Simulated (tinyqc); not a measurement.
From peak temperature T_p back to gate time t_1: deep-level transient spectroscopy (DLTS) of one majority-carrier trap. Computed by tinyqc, a small Python program. Command: `OMP_NUM_THREADS=1 python tinyqc.py 3005702 3005703 out.jsonl dlts inv`. One thread of a shared host (Intel(R) Xeon(R) Processor @ 2.30GHz), about 0.2 s of CPU time with the checks.

A filling pulse loads the traps in a one-sided junction; under reverse bias they empty at the rate e, and the capacitance relaxes as C(t) = C_0 - dC exp(-e t). The signal is S = [C(t_2) - C(t_1)]/dC.

Inputs (values chosen for the exercise, for a model semiconductor):

| quantity | value | unit |
|---|---|---|
| density-of-states mass m | 0.283 | m_0 |
| valleys M | 4 | - |
| trap depth E_t | 0.256 | eV |
| cross-section sigma_0 | 7.4e-14 | cm^2 |
| degeneracy ratio g | 0.5 | - |
| ratio t_2/t_1 | 4 | - |
| temperature T | 120 | K |
| capture barrier E_b | 0.089 | eV |

Carriers: electrons. Extra term: capture barrier.

Constants: k_B = 8.617333262e-05 eV/K; k_B = 1.380649e-23 J/K; m_0 = 9.1093837015e-31 kg; h = 6.62607015e-34 J s.

Method:
- e = g sigma v N_b exp(-E/k_B T), v = sqrt(3 k_B T/m), N_b = 2 M (2 pi m k_B T/h^2)^(3/2), sigma = sigma_0 exp(-E_b/k_B T), E = E_t.
- S(e) = exp(-e t_1) - exp(-e t_2) peaks at the rate window e_0 = ln(t_2/t_1)/(t_2 - t_1).
- T_p solves e(T) = e_0 (bisection between 15 and 1500 K); the half-height points solve S = S_max/2 on either side.

Task: A run gave the result below. Find the gate time t_1, known to lie between 9.5e-05 and 0.00014 s.

peak temperature T_p = 192.0985 K

Result:

Each step takes the trial c = (a f_b - b f_a)/(f_b - f_a), f being the result less the target and a, b, c the logarithms of the listed values; c replaces end b, the old b replaces a if the sign of f changed, and otherwise f_a is halved.

Scan of the range:

| gate time t_1 (s) | peak temperature T_p (K) |
|---|---|
| 9.50e-05 | 192.805 |
| 1.01e-04 | 192.288 |
| 1.08e-04 | 191.725 |
| 1.15e-04 | 191.200 |
| 1.23e-04 | 190.641 |
| 1.31e-04 | 190.120 |
| 1.40e-04 | 189.574 |

False position (Illinois rule, in the logarithm of the input) inside the bracket:

| step | end a | end b | trial | peak temperature T_p (K) |
|---|---|---|---|---|
| 1 | 1.01000e-04 | 1.08000e-04 | 1.03304e-04 | 192.098 |
| 2 | 1.01000e-04 | 1.03304e-04 | 1.03295e-04 | 192.099 |
| 3 | 1.03304e-04 | 1.03295e-04 | 1.03299e-04 | 192.099 |

Peak temperature T_p falls at every point of a 13-point scan of the range (every second point is shown), so one value fits; it is bracketed by 1.01e-4 and 1.08e-4. Answer: gate time t_1 = 1.033e-4 s.
